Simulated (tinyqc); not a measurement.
Wannier-Stark ladder of a miniband, step by step. Values are carried at full precision from step to step, so a last printed digit may differ when a step is redone from the rounded ones.

One state in each well j = -(Nw - 1)/2 ... (Nw - 1)/2: H_jj = j e F d, H_(j,j+1) = -W/4; 1 kV/cm = 0.01 meV/angstrom. In an infinite chain the levels are j e F d and the state of well 0 has amplitude J_j(x) in size on well j, x = W/(2 e F d).

Constants: hbar = 6.58211957e-16 eV s.

Values chosen for the exercise (near those of a GaAs/AlGaAs superlattice; not measured data):
- W = 24 meV (miniband width)
- d = 93 angstrom (period)
- F = 19 kV/cm (field)
- Nw = 7 (wells)

## Scales

Give e F d, x, the Bloch frequency e F d/(2 pi hbar) and period, and the swing W/(e F) of a wave packet.

e F d = 17.670 meV
x = 0.6791
frequency = 4.273 THz
period = 0.234 ps
swing = 126 angstrom

## The matrix

Fill it in.

H (meV):
```
         -3       -2       -1       0       1       2       3
-3  -53.010   -6.000        0       0       0       0       0
-2   -6.000  -35.340   -6.000       0       0       0       0
-1        0   -6.000  -17.670  -6.000       0       0       0
0         0        0   -6.000       0  -6.000       0       0
1         0        0        0  -6.000  17.670  -6.000       0
2         0        0        0       0  -6.000  35.340  -6.000
3         0        0        0       0       0  -6.000  53.010
```

## Levels and the middle state

Diagonalise; give the levels, their spacings and the weights of the middle level on the wells.

levels (meV): -54.943  -35.442  -17.672  0.000  17.672  35.442  54.943

spacings (meV): 19.502  17.770  17.672  17.672  17.770  19.502

weights: 0.0000  0.0031  0.1026  0.7885  0.1026  0.0031  0.0000

The spacing in the middle is 1.0001 e F d and at the ends 1.104 e F d; states that reach the ends of the stack are pushed apart.

## Bessel amplitudes

With x = W/(2 e F d): J_j(x)^2 for j = 0 to 5, their running sum over -j ... j, and the spread sqrt(sum j^2 J_j^2) = x/sqrt2. For a hole fixed in well 0 the J_j^2 are the strengths of the optical lines at j e F d.

Weights:
```
j   J_j^2     sum
0  0.7885  0.7885
1  0.1026  0.9938
2  0.0031  0.9999
3  0.0000  1.0000
4  0.0000  1.0000
5  0.0000  1.0000
```

spread = 0.480 periods

The strongest line is j = 0.

## Checks

- Weight on well 1 of the middle state of 61 wells against J_1(x)^2: both 0.1026.

Run: tinyqc, `OMP_NUM_THREADS=1 python tinyqc.py 1281507 1281508 out.jsonl`; Intel(R) Xeon(R) Processor @ 2.30GHz, one thread, shared host; about 0.01 s of CPU time with all checks.
